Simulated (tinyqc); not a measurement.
Long-channel MOSFET, surface-potential model: effect of the temperature.

n-channel transistor on a uniformly doped p-type body, gradual-channel approximation, constant mobility, Boltzmann statistics, full ionisation. Potentials are counted from the neutral body; V is the electron quasi-Fermi potential, Vsb at the source and Vsb + Vds at the drain. Charges are magnitudes per area.

Nc and Nv are given at 325 K and scale as (T/325 K)^1.5; Eg, Vfb and mu are held fixed. ni = sqrt(Nc Nv) exp(-Eg/(2 Vt)), Eg in volts; phiF = Vt ln(Na/ni); Cox = eps0 eox/tox; gamma = sqrt(2 q eps0 eps_r Na)/Cox. The surface potential psi at channel potential V solves Vgs + Vsb - Vfb - psi = gamma sqrt(G), G = psi - Vt + Vt exp((psi - 2 phiF - V)/Vt). Charge sheet: Qi = Cox gamma [sqrt(G) - sqrt(psi - Vt)]; I = mu (W/L) [integral of Qi dpsi from psi_0 to psi_L (drift) + Vt (Qi0 - QiL) (diffusion)], with psi_0 at V = Vsb and psi_L at V = Vsb + Vds. VT = Vfb + 2 phiF + gamma sqrt(2 phiF + Vsb), m = 1 + gamma/(2 sqrt(2 phiF + Vsb)). The swing is 20 mV/log10[I(VT - 0.14 V)/I(VT - 0.16 V)] of the charge-sheet current at the given Vds.

Parameters, values chosen for the exercise; material values close to those of germanium:
```
symbol,value,unit,meaning
Eg,0.671,eV,band gap
eps_r,15.9,,relative permittivity of the semiconductor
Nc,1.17e19,cm^-3,conduction-band density of states at the reference temperature
Nv,6.79e18,cm^-3,valence-band density of states at the reference temperature
Na,8.8e17,cm^-3,acceptor density of the body
eox,7.55,,relative permittivity of the gate insulator
tox,6.4,nm,insulator thickness
Vfb,-0.59,V,flat-band voltage
mu,350,cm^2/(V s),channel mobility
W,2,um,gate width
L,2,um,gate length
Vsb,1,V,source-body reverse bias
Vgs,0.97,V,gate-source voltage
Vds,0.1,V,drain-source voltage
```

Constants: q = 1.602176634e-19 C, kB = 1.380649e-23 J/K, Vt = kB T/q, eps0 = 8.8541878128e-14 F/cm where lengths are in cm. Results are converted to the units shown.

The same in every row: gamma (V^0.5) = 0.6032.

Effect of the temperature:

| T (K) | VT (V) | m | swing (mV/decade) | I at Vgs, Vds (uA) |
|---|---|---|---|---|
| 220 | 0.7797 | 1.238 | 54.88 | 2.516 |
| 250 | 0.7584 | 1.239 | 62.52 | 2.939 |
| 280 | 0.7359 | 1.241 | 70.22 | 3.395 |
| 310 | 0.7123 | 1.242 | 77.99 | 3.879 |
| 340 | 0.6878 | 1.244 | 85.83 | 4.390 |

As T goes from 220 to 340 K, VT falls from 0.780 to 0.688 V, the swing rises from 54.9 to 85.8 mV a decade and the current rises from 2.52 to 4.39 uA. The swing is 1.5 % above m Vt ln 10 in the first row and 2.3 % above it in the last. In every row the surface electron density at the source passes 0.3 Nc, where degeneracy and quantisation, left out here, matter. At T = 220 K Na exceeds a fifth of Nv, so Boltzmann statistics and full ionisation are doubtful in the body. In every row the mobility is held fixed, though a real channel mobility changes with T and would alter the trend of the current.

Program tinyqc, `OMP_NUM_THREADS=1 python tinyqc.py 2360037 2360038 out.jsonl`; Intel Xeon 2.30GHz, shared host, one thread, about 0.02 s.
